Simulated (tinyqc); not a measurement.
Inside a calculation. Method: plane-wave Kohn-Sham cycle with exchange-only LDA in a layered model solid. One step of it, computed by the program tinyqc.

Question. Iteration 2: levels at that k. Diagonalise the Hermitian matrix.

H (hartree):
```
,-3,-2,-1,+0,+1,+2,+3
-3,0.962336,-0.023492,-0.074846,0.001249,0.000202,0.000241,0.000119
-2,-0.023492,0.299234,-0.023492,-0.074846,0.001249,0.000202,0.000241
-1,-0.074846,-0.023492,-0.098627,-0.023492,-0.074846,0.001249,0.000202
+0,0.001249,-0.074846,-0.023492,-0.231247,-0.023492,-0.074846,0.001249
+1,0.000202,0.001249,-0.074846,-0.023492,-0.098627,-0.023492,-0.074846
+2,0.000241,0.000202,0.001249,-0.074846,-0.023492,0.299234,-0.023492
+3,0.000119,0.000241,0.000202,0.001249,-0.074846,-0.023492,0.962336
```

Give: eigenvalues.

Answer.

eigenvalues (hartree): -0.267  -0.163  -0.032  0.300  0.320  0.968  0.969
